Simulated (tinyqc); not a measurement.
# Admittance spectroscopy of a deep trap: what changes with what

Schottky contact on an n-type layer with shallow donors Nd (all ionised) and a donor-like deep trap, neutral when filled and positive when empty; depletion approximation. Traps within lam of the depletion edge stay filled. The traps at xt = W - lam, where the level crosses the Fermi level, follow a slow signal and not a fast one. w = 2 pi f.

Parameters, values chosen for the exercise; material values close to those of indium phosphide: relative permittivity eps_r = 12.7; conduction-band density of states at 300 K Nc = 5.62e17 cm^-3; thermal velocity at 300 K vth = 4.3e7 cm/s; shallow donor density Nd = 5.9e14 cm^-3; built-in voltage Vbi = 0.99 V; depth of the trap below the conduction edge Et = 0.24 eV; capture cross-section sn = 6.9e-16 cm^2; trap density Nt = 2.7e13 cm^-3; reverse bias Vr = 1.2 V; temperature T = 241 K.

Constants: q = 1.602176634e-19 C, kB = 1.380649e-23 J/K, eps0 = 8.8541878128e-14 F/cm where lengths are in cm. Results are converted to the units shown.

Each table varies one quantity; the others keep the values above.

## Admittance against frequency

Emission rate en = sn vth(T) Nc(T) exp(-Et/kB T) = sn g T^2 exp(-Et/kB T), g = vth Nc/(300 K)^2, as vth goes as T^0.5 and Nc as T^1.5 (degeneracy factor 1). lam = sqrt(2 eps0 eps_r (EF - ET)/(q Nd)), EF - ET = Et - (kB T/q) ln(Nc(T)/Nd), Nc(T) = Nc (T/300 K)^1.5. In the steady state at the band bending V, 2 eps0 eps_r V/q = Nd W^2 + Nt (W - lam)^2 (the second term only if W > lam). V = Vbi + Vr. C_HF = eps0 eps_r/W, C_LF = eps0 eps_r (Nd + Nt)/(Nd W + Nt xt). Inflection frequency w0 = 2 en [1 + Nt xt/(Nd W)]; C = C_HF + (C_LF - C_HF)/(1 + (w/w0)^2), G/w = (C_LF - C_HF)(w/w0)/(1 + (w/w0)^2).

Results:
```
f (Hz)	C (nF/cm^2)	G/w (nF/cm^2)
990	5.043	0.001422
2400	5.043	0.003434
5800	5.042	0.008104
14000	5.036	0.01721
34000	5.019	0.02442
81000	5.001	0.01742
4.7e5	4.994	0.003511
1.1e6	4.994	0.001507
```

Estimate the missing row, f = 2e5 Hz.

Computed row:
```
f (Hz)	C (nF/cm^2)	G/w (nF/cm^2)
2e5	4.996	0.008062
```

With this row back in the table: C falls from 5.04 to 4.99 nF/cm^2, between C_LF = 5.04 and C_HF = 4.99, and G/w goes from 0.00142 through a maximum of 0.0244 (at f = 34000 Hz among the rows listed) to 0.00151 nF/cm^2. The exact peak is half of the step, 0.0244 nF/cm^2, at 34000 Hz.

## Effect of the trap density

Same model as above.

V = Vbi + Vr.

Result of one run:
```
Nt (cm^-3)	W (nm)	step (% of C_HF)	w0/(2 en)
5.2e14	1879	14.19	1.648
```

What becomes of these results when the trap density Nt is changed from 5.2e14 to 7.1e13 cm^-3, all else the same?

Result of the changed run:
```
Nt (cm^-3)	W (nm)	step (% of C_HF)	w0/(2 en)
7.1e13	2205	2.488	1.093
```

The whole series:
```
Nt (cm^-3)	W (nm)	step (% of C_HF)	w0/(2 en)
9.7e12	2271	0.3561	1.013
1.9e13	2261	0.6925	1.025
3.7e13	2241	1.330	1.049
7.1e13	2205	2.488	1.093
1.4e14	2138	4.678	1.182
2.7e14	2033	8.337	1.345
5.2e14	1879	14.19	1.648
1e15	1683	22.89	2.193
2e15	1454	35.99	3.228
```

The step rises from 0.356 to 36.0 %, as Nt^(0.99) between the first two rows and Nt^(0.65) between the last two, and w0/(2 en) rises from 1.01 to 3.23: for Nt near Nd the rule w0 = 2 en overstates the cross-section by that factor.

tinyqc, about 0.01 s, one thread, Intel Xeon 2.30GHz (shared host): `OMP_NUM_THREADS=1 python tinyqc.py 2050147 2050148 out.jsonl`
